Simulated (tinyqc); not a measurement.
Plane-wave Kohn-Sham cycle with exchange-only LDA in a layered model solid, step by step. One step of it, computed by the program tinyqc.

Question. Iteration 1: Hamiltonian at one k. H(m,m') = (k + G_m)^2/2 delta + V(G_m - G_m'), with V(-G) = V(G).

A solid whose potential varies along x alone (atomic units):
```
parameter                      value
period a                   11.100000
cross-section of the cell  23.000000
electrons per cell                 2
grid points                       16
plane waves -n..n, n               2
k points                           2
V1 in V1 cos(2 pi x/a)     -0.700000
```

V(G_m), m = 0, 1, 2, ... (hartree): -0.195577  -0.350000  0.000000  0.000000  0.000000

k = 0.250000 2 pi / a

Give: H.

Answer.

H (hartree), lower triangle:
```
         -2       -1       +0       +1      +2
-2   0.2951
-1  -0.3500  -0.1055
+0   0.0000  -0.3500  -0.1856
+1   0.0000   0.0000  -0.3500   0.0547
+2   0.0000   0.0000   0.0000  -0.3500  0.6155
```
